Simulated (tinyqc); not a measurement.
One-electron ion in a basis of Gaussians, step by step. Computed by tinyqc, a small Python program that keeps every step. Settings: Z = 3, l = 0. Command: `OMP_NUM_THREADS=1 python tinyqc.py 31542 31543 out.jsonl` (the two numbers bound the seeds that draw the settings). One thread of a shared host (Intel(R) Xeon(R) Processor @ 2.60GHz), about 0.01 s of CPU time with the checks.

## Matrices over normalised Gaussians

exponents of r^l exp(-a r^2) (1/bohr^2): 1.33400  5.97100  26.72000  119.50000  534.90000  2394.00000  10710.00000

Z = 3

l = 0

With p = a_i + a_j and I(k) = Gamma((k+1)/2) / (2 p^((k+1)/2)): S = I(2l+2), T = (2l+3) a_i a_j S / p, V = -Z I(2l+1), each divided by sqrt(S_ii S_jj).

S, lower triangle:
```
         1        2        3        4        5        6        7
1  1.00000
2  0.67923  1.00000
3  0.27768  0.67931  1.00000
4  0.09553  0.27784  0.67950  1.00000
5  0.03145  0.09553  0.27779  0.67922  1.00000
6  0.01025  0.03145  0.09552  0.27765  0.67926  1.00000
7  0.00333  0.01025  0.03146  0.09550  0.27775  0.67940  1.00000
```

T (hartree), lower triangle:
```
         1        2         3          4          5           6            7
1  2.00100
2  2.22188  8.95650
3  1.05844  9.94585  40.08000
4  0.37810  4.74006  44.51506  179.25000
5  0.12554  1.69235  21.20805  199.03475  802.35000
6  0.04100  0.56195   7.57244   94.80475  890.94150  3591.00000
7  0.01334  0.18357   2.51526   33.85873  424.50800  3988.00199  16065.00000
```

V (hartree), lower triangle:
```
          1          2          3          4           5           6           7
1  -5.52929
2  -6.21446  -11.69809
3  -4.97875  -13.14788  -24.74626
4  -3.55488  -10.53511  -27.81428  -52.33296
5  -2.46512   -7.52086  -22.28489  -58.81775  -110.72039
6  -1.69811   -5.21547  -15.90916  -47.12067  -124.44124  -234.23586
7  -1.16812   -3.59308  -11.03365  -33.64193   -99.70393  -263.27077  -495.43427
```

## Generalised eigenproblem

H = T + V (hartree), lower triangle:
```
          1         2         3          4          5           6            7
1  -3.52829
2  -3.99258  -2.74159
3  -3.92032  -3.20203  15.33374
4  -3.17678  -5.79505  16.70078  126.91704
5  -2.33958  -5.82850  -1.07684  140.21700  691.62961
6  -1.65711  -4.65352  -8.33672   47.68408  766.50027  3356.76414
7  -1.15478  -3.40951  -8.51839    0.21680  324.80407  3724.73123  15569.56573
```

Solve H C = S C e through S^(-1/2); each column has its largest component positive (the first on a tie).

eigenvalues of S: 0.07308  0.14338  0.29885  0.60326  1.14016  1.94079  2.80048

eigenvalues (hartree): -4.49027  2.56942  37.88924  221.49988  1097.96692  5166.29959  24557.60702

coefficients:
```
         1         2         3         4         5         6         7
1  0.64454  -1.20572   0.50232  -0.19277   0.07992  -0.03436   0.01474
2  0.39590   1.25293  -1.42400   0.63295  -0.26099   0.11133  -0.04762
3  0.07674   0.01217   1.53323  -1.40601   0.64309  -0.27186   0.11530
4  0.01339   0.03096  -0.10576   1.60149  -1.37375   0.63346  -0.26568
5  0.00196  -0.00030   0.03129  -0.15874   1.61891  -1.34598   0.60985
6  0.00031   0.00083  -0.00336   0.03119  -0.17741   1.60296  -1.27926
7  0.00006   0.00000   0.00080  -0.00356   0.02604  -0.15062   1.46427
```

For Z = 3 and l = 0 the exact lowest level is -Z^2/(2 n^2) with n = l + 1: -4.500000 hartree.
